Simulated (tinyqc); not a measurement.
Line shape against size: Raman line shape of confined optical phonons and breathing modes of small crystals. Computed by tinyqc, a small Python program. Command: `OMP_NUM_THREADS=1 python tinyqc.py 3031476 3031477 out.jsonl confine walk`. One thread of a shared host (Intel(R) Xeon(R) Processor @ 2.30GHz), about 0.02 s of CPU time with the checks.

Confinement in 3 direction(s) lets phonons with q away from zero scatter light. q is in units of 2 pi/a, from 0 to 1, and the branch is isotropic: omega(q)^2 = (omega_0^2 + omega_X^2)/2 + ((omega_0^2 - omega_X^2)/2) cos(pi q). The model and its constant beta are phenomenological; beta = 8 is the common choice.

Inputs (values chosen for the exercise, modelled on silicon):
```
quantity,value,unit
bulk frequency omega_0,521.1,1/cm
frequency at the zone boundary omega_X,405,1/cm
natural width Gamma_0,2.7,1/cm
lattice constant a,5.431,angstrom
size L,6.4,nm
confinement constant beta,3,-
```

Shape: sphere.

Method:
- Weight W(q) = q^2 exp(-(2 L q/a)^2/(2 beta)) dq, that is exp(-k^2 L^2/(2 beta pi^2)) for k = 2 pi q/a.
- Width q_c = a sqrt(2 beta)/(2 L), where the exponential falls to 1/e; curvature of the branch: omega(q) = omega_0 - c q^2, c = pi^2 (omega_0^2 - omega_X^2)/(8 omega_0); for small q_c the mean of q^2 is (number of confined directions) q_c^2/2, and the mean shift is -c times that.
- I(omega) = int W(q) / [(omega - omega(q))^2 + (Gamma_0/2)^2] dq / int W dq x (Gamma_0/2)^2, by 400 Gauss-Legendre points on 0 < q < min(1, 2.5 a sqrt(2 beta)/L).
- The peak is the maximum of I; the width is taken between the half-maximum points, and the asymmetry is the low-side half-width over the high-side one.

mean shift, quadratic estimate = -4.12440 1/cm

Line shape:
```
L (nm),peak shift (1/cm),full width (1/cm),asymmetry,"mean shift, quadratic estimate (1/cm)"
3,-7.6365,24.251,2.5357,-18.771
3.6,-5.5333,17.461,2.4377,-13.035
4.4,-3.9591,12.396,2.271,-8.7260
5.5,-2.786,8.7282,2.0353,-5.5846
7,-1.9405,6.2516,1.7597,-3.4477
10,-1.151,4.2414,1.3994,-1.6894
15,-0.61913,3.2204,1.1386,-0.75082
25,-0.25656,2.7967,1.0186,-0.27030
```

What follows from these numbers?

The peak shift falls with exponent -1.77 at the small end and -1.72 at the large end. For still larger L it tends to the mean shift, which goes as 1/L^2; the ratio is 0.41 in the first row and 0.95 in the last. The width exceeds Gamma_0 by over 10 % for L up to 15 nm. In a sphere the factor q^2 removes the weight at q = 0, so the peak itself moves strongly.

Extremes, crossings and ranges named in words are read from the listed rows.
